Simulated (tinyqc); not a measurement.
Bond-orbital model of a tetrahedral semiconductor (Harrison's universal couplings): one step. The three energies. Two cases, with inputs chosen for the exercise.

Task: Form the hybrid levels, V1, V2 and V3.

Hybrid level eh = (es + 3 ep)/4; metallic energy V1 = (ep - es)/4 for each atom; covalent energy V2 = 3.22 hbar^2/(m d^2); polar energy V3 = (ehc - eha)/2; hbar^2/m = 2c, c = hbar^2/2m0. Polarity ap = V3/sqrt(V2^2 + V3^2), covalency ac = V2/sqrt(V2^2 + V3^2). p-p coupling at Gamma Exx = (4/3)(2.22 - 2 x 0.63) hbar^2/(m d^2) = 1.28 hbar^2/(m d^2), s-s coupling Ess = 4 x 1.32 hbar^2/(m d^2).

Constants: hbar^2/2m0 = 3.80998211 eV angstrom^2.

Case 1.

Values chosen (near tabulated values for Si; the model gives trends, and its gaps can be far from the real ones; shifted at random, so the results belong to these values and not to a real crystal):
- esc = -14.88 eV (s level, cation)
- epc = -7.6 eV (p level, cation)
- esa = -14.88 eV (s level, anion)
- epa = -7.6 eV (p level, anion)
- d = 2.34 angstrom (bond length)

Case 2.

Values chosen (near tabulated values for SiC; the model gives trends, and its gaps can be far from the real ones; shifted at random, so the results belong to these values and not to a real crystal):
- esc = -14.59 eV (s level, cation)
- epc = -7.5 eV (p level, cation)
- esa = -19.35 eV (s level, anion)
- epa = -11.07 eV (p level, anion)
- d = 1.88 angstrom (bond length)

Give: hbar^2/(m d^2); hybrid levels; V1; V2, V3.

Result:

Case 1.

hbar^2/(m d^2) = 1.3916 eV

hybrid levels (eV): cation -9.4200, anion -9.4200

V1 (eV): cation 1.8200, anion 1.8200

V2, V3 (eV): 4.4810  0.0000

Case 2.

hbar^2/(m d^2) = 2.1559 eV

hybrid levels (eV): cation -9.2725, anion -13.1400

V1 (eV): cation 1.7725, anion 2.0700

V2, V3 (eV): 6.9421  1.9338

Computed by tinyqc, one run a case: `OMP_NUM_THREADS=1 python tinyqc.py N N+1 out.jsonl` with N = 1450228, 1450386; one thread of a shared Intel(R) Xeon(R) Processor @ 2.30GHz, about 0.01 s a run at most.
